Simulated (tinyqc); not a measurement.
Film and buried-oxide thickness from two coupling ratios.

Inverse problem. In a depleted film -dVT/dVb is k1 = Cs Cbox/(Cox (Cs + Cbox)) for a front channel and k2 = Cbox (Cox + Cs)/(Cox Cs) for a back channel, with Cox = eps0 eox/tox, Cs = eps0 eps_r/ts, Cbox = 3.9 eps0/tb. Find ts and tb.

Parameters, values chosen for the exercise; band and dielectric values close to those of silicon:
```
symbol,value,unit,meaning
eps_r,11.8,,relative permittivity
eox,3.9,,relative permittivity of the gate insulator (close to silicon dioxide)
tox,2.8,nm,insulator thickness
```

coupling ratios for a front and a back channel: [0.14053594, 1.0657935]

Solution. With y = Cox/Cs and z = Cox/Cbox, 1/k1 = y + z and k2 = (1 + y)/z, so y = (k2/k1 - 1)/(1 + k2); the thicknesses follow from y and z.

ts = 27.0 nm
tb = 11.0 nm

Numbers from tinyqc (`OMP_NUM_THREADS=1 python tinyqc.py 2190092 2190093 out.jsonl`; about 0.4 s on one thread of a shared Intel Xeon 2.30GHz).
